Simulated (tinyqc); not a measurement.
On-chip interconnect, size-dependent resistivity and RC delay: two steps of the calculation.

A rectangular line between two neighbours and two ground planes. Surface and grain-boundary scattering are added to the bulk resistivity as corrections; capacitances are parallel-plate values without fringing; inductance is ignored.

Parameters, values chosen for the exercise; metal values close to those of copper: line length Lw = 280 um; driver resistance Rd = 7000 ohm; load capacitance Cl = 0.85 fF; time step dt = 1100 ps.

Problem 1. Ladder and Elmore delays. 5 equal pi sections: series Rs = r Lw/5; node capacitances c Lw/5, halved at nodes 0 and 5, with Cl added to node 5; Rd feeds node 0. Elmore delay of node k: the sum, over the resistors on the path to k, of resistance times all capacitance downstream of it.

r = 763.99708 ohm/um
c = 0.14317222 fF/um

Find: Rs; C; Elmore delay.

Solution 1.

Rs = 42784 ohm

| node | C (fF) | Elmore delay (ps) |
|---|---|---|
| 0 | 4.0088 | 286.57 |
| 1 | 8.0176 | 1866.5 |
| 2 | 8.0176 | 3103.5 |
| 3 | 8.0176 | 3997.4 |
| 4 | 8.0176 | 4548.3 |
| 5 | 4.8588 | 4756.2 |

The far-end value equals Rd (c Lw + Cl) + r Lw (c Lw/2 + Cl) for any number of pi sections; the line resistance contributes 94.0 % of it.

Problem 2. Node voltages after a time step. A 1 V step is applied behind Rd at t = 0. C dv/dt = -G v + b, with G the conductance matrix of the ladder (1/Rs between neighbours, 1/Rd added at node 0) and b = (1 V/Rd, 0, ...). Trapezoidal step: (C/dt + G/2) v(new) = (C/dt - G/2) v + b.

Rs = 42783.837 ohm

| node | C (fF) | v at t = 1 dt (V) |
|---|---|---|
| 0 | 4.0088221 | 1.7562149 |
| 1 | 8.0176441 | 0.8138665 |
| 2 | 8.0176441 | 0.3791127 |
| 3 | 8.0176441 | 0.1808049 |
| 4 | 8.0176441 | 0.0952621 |
| 5 | 4.8588221 | 0.0691326 |

Find: v at t = 2 dt.

Solution 2.

| node | v at t = 2 dt (V) |
|---|---|
| 0 | 0.2442 |
| 1 | 0.7174 |
| 2 | 0.6229 |
| 3 | 0.4440 |
| 4 | 0.3165 |
| 5 | 0.2676 |

Range of the model: The metal width is under the mean free path, where the thick-limit surface term and the simple sum of corrections lose accuracy.

tinyqc, about 0.01 s, one thread, Intel Xeon 2.30GHz (shared host): `OMP_NUM_THREADS=1 python tinyqc.py 2100091 2100092 out.jsonl`
